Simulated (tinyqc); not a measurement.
# Thin-film transistor with exponential tail and deep states, accumulation layer: effect of the temperature

An undoped film in accumulation, thicker than the space-charge layer. With band bending psi the Fermi level lies E0 - psi below the band edge. Free electrons n = n0 exp(psi/Vt) carry the current; electrons in two exponential distributions of traps, a = a0 exp(psi/Va) and d = d0 exp(psi/Vp), do not. Linear regime, ohmic contacts, traps in equilibrium.

Va = kB Tt/q, Vp = kB Td/q; n0 = Nc exp(-E0/Vt), a0 = Nt th(T/Tt) exp(-E0/Va), d0 = Nd th(T/Td) exp(-E0/Vp), th(x) = pi x/sin(pi x). G(psi) = sum over the three kinds of c0 [V (exp(psi/V) - 1) - psi], field F = sqrt(2 q G/(eps0 eps_r)); Vg = psi + eps0 eps_r F/Ci at the surface. Total charge Q = Ci (Vg - psi_s); free charge Qf = q times the integral of n0 (exp(psi/Vt) - 1)/F over psi from 0 to psi_s; I = (W/L) mb Qf Vd; effective mobility mb Qf/Q. Nc, E0 and mb are held fixed.

Values chosen for this exercise; values close to those of an organic semiconductor: relative permittivity of the semiconductor eps_r = 3.2; density of extended states Nc = 1.1e20 cm^-3; band mobility mb = 2.5 cm^2/(V s); total density of tail states Nt = 9.5e19 cm^-3; characteristic temperature of the tail Tt = 430 K; total density of deep states Nd = 3.2e17 cm^-3; characteristic temperature of the deep states Td = 980 K; bulk Fermi level below the band edge E0 = 0.41 eV; gate capacitance Ci = 12 nF/cm^2; ratio W/L WL = 20; drain voltage Vd = 0.2 V; gate voltage above flat band Vg = 20 V.

Constants: q = 1.602176634e-19 C, kB = 1.380649e-23 J/K, Vt = kB T/q, eps0 = 8.8541878128e-14 F/cm where lengths are in cm. Results are converted to the units shown.

Result of one run:

| E0 - psi_s (eV) | Q (nC/cm^2) | free share (%) | effective mobility (cm^2/(V s)) | I (nA) |
|---|---|---|---|---|
| 0.07463 | 236.0 | 0.6776 | 0.01694 | 15.99 |

Which temperature T gave this result: 160, 180, 200, 240 or 260 K?

T = 160 K.

The whole series:

| T (K) | E0 - psi_s (eV) | Q (nC/cm^2) | free share (%) | effective mobility (cm^2/(V s)) | I (nA) |
|---|---|---|---|---|---|
| 160 | 0.07463 | 236.0 | 0.6776 | 0.01694 | 15.99 |
| 180 | 0.07741 | 236.0 | 1.198 | 0.02994 | 28.26 |
| 200 | 0.08066 | 236.0 | 1.873 | 0.04683 | 44.22 |
| 220 | 0.08438 | 236.1 | 2.676 | 0.06690 | 63.18 |
| 240 | 0.08861 | 236.1 | 3.564 | 0.08911 | 84.17 |
| 260 | 0.09338 | 236.2 | 4.489 | 0.1122 | 106.0 |
| 280 | 0.09877 | 236.3 | 5.392 | 0.1348 | 127.4 |
| 300 | 0.1049 | 236.3 | 6.207 | 0.1552 | 146.7 |

As T goes from 160 to 300 K, the free share rises from 0.678 to 6.21 %, the distance of the Fermi level from the edge rises from 0.0746 to 0.105 eV and the current rises from 16.0 to 147 nA. The apparent activation energy between the first two rows is 0.0707 eV, against E0 - psi_s = 0.0746 eV there. For T = 260 to 300 K the th form, which assumes a Fermi level far below the edge, overcounts the filled tail at the surface by more than 15 %.

Numbers from tinyqc (`OMP_NUM_THREADS=1 python tinyqc.py 2610036 2610037 out.jsonl`; about 0.02 s on one thread of a shared Intel Xeon 2.30GHz).
